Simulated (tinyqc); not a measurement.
Reflectance at normal incidence against thickness.

Normal incidence on air, film (n1) and substrate (N2 = n2 - i k2): r01 = (1 - n1)/(1 + n1), r12 = (n1 - N2)/(n1 + N2), amplitude (r01 + r12 X)/(1 + r01 r12 X), X = exp(-4 pi i n1 d/lam), R its squared modulus, phase from 0 to 360 degrees.

Values chosen for this exercise:
- lam = 546.1 nm (wavelength)
- n1 = 2.062 (index of the transparent film)
- n2 = 4.086 (index of the substrate)
- k2 = 0.031 (extinction coefficient of the substrate)

Reflectance at normal incidence against thickness:
```
d (nm)	R (%)	phase of the reflected amplitude (degrees)
0	36.82	179.8
16	33.37	162.8
32	23.30	144.1
49	8.260	121.7
65	0.07172	139.5
81	6.642	240.9
98	21.66	218.4
114	32.47	199.4
130	36.76	182.3
```

Read the table: what changes, and by how much?

R goes from 36.8 through a minimum of 0.0717 (at d = 65 nm among the rows listed) to 36.8 %. At a quarter wave, d = 66.2 nm, R = 0.0409 %; for a transparent substrate it would vanish for n1 = sqrt(n2) = 2.02.

tinyqc, about 0.2 s, one thread, Intel Xeon 2.30GHz (shared host): `OMP_NUM_THREADS=1 python tinyqc.py 2870164 2870165 out.jsonl`
